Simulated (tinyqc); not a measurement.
Worked calculation: sp3 tight binding, zinc-blende lattice. Computed by tinyqc, a small Python program that keeps every step. Command: `OMP_NUM_THREADS=1 python tinyqc.py 25188 25189 out.jsonl` (the two numbers bound the seeds that draw the settings). One thread of a shared host (Intel(R) Xeon(R) Processor @ 2.60GHz), about 0.01 s of CPU time with the checks.

## Bloch Hamiltonian at k

Parameters chosen for this model: zinc-blende lattice, anion at 0, cation at a/4 (1,1,1); V = eta hbar^2 / (m d^2), hbar^2/m = 7.619964 eV angstrom^2:
```
parameter          value      unit
a               6.310000  angstrom
d               2.732310  angstrom
Es anion      -18.300000        eV
Ep anion       -9.690000        eV
Es cation      -9.240000        eV
Ep cation      -4.970000        eV
eta ss         -1.510000
eta sp          1.870000
eta pp sigma    2.750000
eta pp pi      -0.620000
V ss           -1.541239        eV
V sp            1.908686        eV
V pp sigma      2.806891        eV
V pp pi        -0.632826        eV
```

k point k (2 pi / a): 0.59000  0.04000  -0.32000

Slater-Koster rules over the four bonds with direction cosines (l, m, n): ss V_ss; s-px l V_sp; px-s -l V_sp; px-px l^2 V_pps + (1 - l^2) V_ppp; px-py l m (V_pps - V_ppp); each times exp(i k.d).

H(k) at k (eV):
```
                    a s               a px               a py              a pz
a s           -18.30000            0.00000            0.00000           0.00000
a px            0.00000           -9.69000            0.00000           0.00000
a py            0.00000            0.00000           -9.69000           0.00000
a pz            0.00000            0.00000            0.00000          -9.69000
c s   -3.23730+0.14913i  -0.08006+3.08284i  -1.69481+0.14563i  0.19396-1.27250i
c px   0.08006-3.08284i   1.07910-0.04971i  -0.20180+1.32399i  1.76339-0.15152i
c py   1.69481-0.14563i  -0.20180+1.32399i   1.07910-0.04971i  0.08330-3.20759i
c pz  -0.19396+1.27250i   1.76339-0.15152i   0.08330-3.20759i  1.07910-0.04971i

                    c s               c px               c py               c pz
a s   -3.23730-0.14913i   0.08006+3.08284i   1.69481+0.14563i  -0.19396-1.27250i
a px  -0.08006-3.08284i   1.07910+0.04971i  -0.20180-1.32399i   1.76339+0.15152i
a py  -1.69481-0.14563i  -0.20180-1.32399i   1.07910+0.04971i   0.08330+3.20759i
a pz   0.19396+1.27250i   1.76339+0.15152i   0.08330+3.20759i   1.07910+0.04971i
c s            -9.24000            0.00000            0.00000            0.00000
c px            0.00000           -4.97000            0.00000            0.00000
c py            0.00000            0.00000           -4.97000            0.00000
c pz            0.00000            0.00000            0.00000           -4.97000
```

## Levels at k

Diagonalise the Hermitian matrix.

eigenvalues (eV): -20.23822  -13.21581  -12.09762  -11.54469  -5.44849  -3.65031  -2.91901  -2.40586

weights |c|^2 of the basis functions:
```
       band 1   band 2   band 3   band 4   band 5   band 6   band 7   band 8
a s   0.85651  0.03387  0.00082  0.00226  0.05828  0.03639  0.00599  0.00587
a px  0.00491  0.32744  0.04573  0.26894  0.20865  0.09603  0.00314  0.04516
a py  0.00009  0.09712  0.57373  0.03557  0.10261  0.00302  0.06099  0.12688
a pz  0.00094  0.15590  0.12232  0.46923  0.00730  0.00356  0.15929  0.08146
c s   0.08839  0.30579  0.01261  0.01241  0.56169  0.00388  0.00572  0.00952
c px  0.03412  0.01255  0.03557  0.06439  0.00776  0.68982  0.00933  0.14646
c py  0.00834  0.05960  0.10015  0.03493  0.05287  0.14141  0.28142  0.32128
c pz  0.00669  0.00773  0.10908  0.11227  0.00084  0.02589  0.47412  0.26338
```

## Bloch Hamiltonian at G

k point G (2 pi / a): 0  0  0

As before.

H(k) at G (eV):
```
            a s      a px      a py      a pz       c s      c px      c py      c pz
a s   -18.30000   0.00000   0.00000   0.00000  -6.16495   0.00000   0.00000   0.00000
a px    0.00000  -9.69000   0.00000   0.00000   0.00000   2.05498   0.00000   0.00000
a py    0.00000   0.00000  -9.69000   0.00000   0.00000   0.00000   2.05498   0.00000
a pz    0.00000   0.00000   0.00000  -9.69000   0.00000   0.00000   0.00000   2.05498
c s    -6.16495   0.00000   0.00000   0.00000  -9.24000   0.00000   0.00000   0.00000
c px    0.00000   2.05498   0.00000   0.00000   0.00000  -4.97000   0.00000   0.00000
c py    0.00000   0.00000   2.05498   0.00000   0.00000   0.00000  -4.97000   0.00000
c pz    0.00000   0.00000   0.00000   2.05498   0.00000   0.00000   0.00000  -4.97000
```

## Levels at G

As before.

eigenvalues (eV): -21.42033  -10.45931  -10.45931  -10.45931  -6.11967  -4.20069  -4.20069  -4.20069

## Bands along a path

The same steps at evenly spaced points between the labelled ones.

Bands along the path (eV):
```
k            band 1     band 2     band 3     band 4    band 5    band 6    band 7    band 8
L         -20.13686  -14.02054  -11.40385  -11.40385  -5.90238  -3.25615  -3.25615  -2.14022
L-G 0.20  -20.29494  -13.70495  -11.32331  -11.32331  -5.89192  -3.33669  -3.33669  -2.30819
L-G 0.40  -20.66116  -12.88810  -11.10434  -11.10434  -5.87583  -3.55566  -3.55566  -2.77491
L-G 0.60  -21.04714  -11.83838  -10.81471  -10.81471  -5.90023  -3.84529  -3.84529  -3.41424
L-G 0.80  -21.32213  -10.87989  -10.56145  -10.56145  -6.01717  -4.09855  -4.09855  -3.98081
G         -21.42033  -10.45931  -10.45931  -10.45931  -6.11967  -4.20069  -4.20069  -4.20069
G-X 0.20  -21.28908  -10.80503  -10.70607  -10.70607  -5.95909  -4.14680  -3.95393  -3.95393
G-X 0.40  -20.91785  -11.65094  -11.27977  -11.27977  -5.62623  -4.00498  -3.38023  -3.38023
G-X 0.60  -20.38503  -12.66456  -11.89022  -11.89022  -5.31907  -3.83134  -2.76978  -2.76978
G-X 0.80  -19.86066  -13.52472  -12.32983  -12.32983  -5.11967  -3.69496  -2.33017  -2.33017
X         -19.62574  -13.87866  -12.48787  -12.48787  -5.05134  -3.64426  -2.17213  -2.17213
X-W 0.20  -19.62574  -13.87866  -12.48787  -12.48787  -5.05134  -3.64426  -2.17213  -2.17213
X-W 0.40  -19.62574  -13.87866  -12.48787  -12.48787  -5.05134  -3.64426  -2.17213  -2.17213
X-W 0.60  -19.62574  -13.87866  -12.48787  -12.48787  -5.05134  -3.64426  -2.17213  -2.17213
X-W 0.80  -19.62574  -13.87866  -12.48787  -12.48787  -5.05134  -3.64426  -2.17213  -2.17213
W         -19.62574  -13.87866  -12.48787  -12.48787  -5.05134  -3.64426  -2.17213  -2.17213
```

With 4 band(s) filled, the highest filled level on these points lies at G and the lowest empty one at G: a gap of 4.3396 eV, direct.
